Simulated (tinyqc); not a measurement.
Inside a calculation. Method: extended Hueckel theory, for H6. One step of it, computed by the program tinyqc.

Problem. Wolfsberg-Helmholz matrix. H_ij = K' S_ij (H_ii + H_jj)/2 for i != j (the diagonal keeps H_ii), with K' = K + D^2 + D^4 (1 - K), D = (H_ii - H_jj)/(H_ii + H_jj), K = 1.75.

overlap S, lower triangle:
```
          1H 1s     2H 1s     3H 1s     4H 1s     5H 1s     6H 1s
1H 1s  1.000000
2H 1s  0.512166  1.000000
3H 1s  0.114906  0.466377  1.000000
4H 1s  0.021673  0.114906  0.512166  1.000000
5H 1s  0.002929  0.018834  0.115100  0.466972  1.000000
6H 1s  0.000372  0.002929  0.021714  0.115100  0.512166  1.000000
```

diagonal H_ii (eV): 1H 1s -13.600000, 2H 1s -13.600000, 3H 1s -13.600000, 4H 1s -13.600000, 5H 1s -13.600000, 6H 1s -13.600000

K = 1.750000

Give: H.

Solution.

H (eV), lower triangle:
```
         1H 1s    2H 1s    3H 1s    4H 1s    5H 1s    6H 1s
1H 1s  -13.600
2H 1s  -12.190  -13.600
3H 1s   -2.735  -11.100  -13.600
4H 1s   -0.516   -2.735  -12.190  -13.600
5H 1s   -0.070   -0.448   -2.739  -11.114  -13.600
6H 1s   -0.009   -0.070   -0.517   -2.739  -12.190  -13.600
```
